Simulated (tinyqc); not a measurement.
Kronig-Penney superlattice by transfer matrices, step by step. Values are carried at full precision from step to step, so a last printed digit may differ when a step is redone from the rounded ones.

Wells (width a, potential 0, mass mw) alternate with barriers (width b, height V0, mass mb); period d = a + b; c = hbar^2/2m0. The vector (psi, psi'/m) is continuous, and a layer of thickness t carries it by M = [[cos kt, (m/k) sin kt], [-(k/m) sin kt, cos kt]] with k = sqrt(m (E - V)/c); for E < V, k = i kappa gives [[cosh, (m/kappa) sinh], [(kappa/m) sinh, cosh]] of kappa t. A Bloch state obeys cos(q d) = tr(Mb Mw)/2.

Constants: hbar^2/2m0 = 3.80998211 eV angstrom^2; hbar = 6.58211957e-16 eV s.

Inputs chosen for the exercise (near those of a non-polar GaN superlattice with barriers of AlGaN; the results hold for these values, not for the real material):
- a = 32 angstrom (well width)
- b = 11 angstrom (barrier width)
- V0 = 0.645 eV (barrier height)
- mw = 0.203 m0 (mass in the wells)
- mb = 0.252 m0 (mass in the barriers)
- E = 0.0936 eV (trial energy)
- F = 20 kV/cm (field along the axis)

## Layer matrices at one energy

Form the matrix of the well and of the barrier at E.

k in the well = 0.07062 1/angstrom
kappa in the barrier = 0.19097 1/angstrom

Mw (angstrom units):
```
[[-0.63579, 2.2188],
 [-0.26852, -0.63579]]
```

Mb (angstrom units):
```
[[4.1471, 5.3109],
 [3.0501, 4.1471]]
```

## The matrix of one period

Multiply M = Mb Mw and take half the trace. If its size is at most 1, E lies in a miniband and q d = arccos(tr M/2); otherwise the state decays by exp(-arccosh|tr M/2|) a period.

M:
```
[[-4.0628, 5.8250],
 [-3.0528, 4.1308]]
```

tr M/2 = 0.0340
q d in a band, or the decay exponent in a gap = 1.537

E lies in a miniband; det M = 1.0000, as for any such product.

## Miniband edges

The edges are the energies where tr M/2 = +1 (q = 0) or -1 (q = pi/d); the first three minibands.

Minibands:
```
band  bottom (eV)  top (eV)  width (meV)
1          0.0838    0.1062         22.4
2          0.3249    0.4254        100.5
3          0.6908    0.9564        265.6
```

2 minibands of these lie wholly below V0. The first gap is 218.7 meV wide; the single well of width a has E1 = 0.0949 eV, inside the first miniband.

## Dispersion along the axis

Solve tr M/2 = cos(q d) inside each miniband at q d/pi = 0, 1/6, ..., 1. The cosine form is E_bottom + (W/2)(1 - cos q d) with the true width W.

Energies (eV):
```
q d/pi  band 1  cosine form  band 2
0.000   0.0838       0.0838  0.4254
0.167   0.0851       0.0853  0.4163
0.333   0.0887       0.0894  0.3944
0.500   0.0940       0.0950  0.3688
0.667   0.0998       0.1006  0.3460
0.833   0.1044       0.1047  0.3305
1.000   0.1062       0.1062  0.3249
```

The cosine form, which holds for hopping between neighbouring wells alone, misses band 1 by at most 1.1 meV, 5 % of its width.

## Mass along the axis

With f(E) = tr M/2, 1 - (q d)^2/2 = 1 + f'(E_bottom)(E - E_bottom) gives m_z = -2 c f'/d^2 (f' by a central difference of 1e-6 eV at the bottom of band 1). The cosine form gives 4 c/(W d^2), W the width of band 1 between tr M/2 = +1 and -1.

f' = -106.8 1/eV
m_z = 0.4403 m0
m_z of the cosine form = 0.3680 m0
W = 22.40 meV

The mass along the axis is 2.17 times mw.

## In a field along the axis

One-band picture: ladder spacing e F d, Bloch frequency e F d/(2 pi hbar), and extent W/(e F) of a Stark state, with W the width of band 1; 1 kV/cm = 1e-5 V/angstrom.

e F d = 8.600 meV
Bloch frequency = 2.079 THz
W/(e F d) = 2.60 periods

The state spreads over about 3 periods.

## Checks

- Bottom of band 1 from 121 plane waves (the mass step taken by inverting the matrix of m) against the transfer matrix, eV: both 0.0838.

tinyqc: `OMP_NUM_THREADS=1 python tinyqc.py 1250617 1250618 out.jsonl`; about 0.05 s, one thread, shared Intel(R) Xeon(R) Processor @ 2.30GHz.
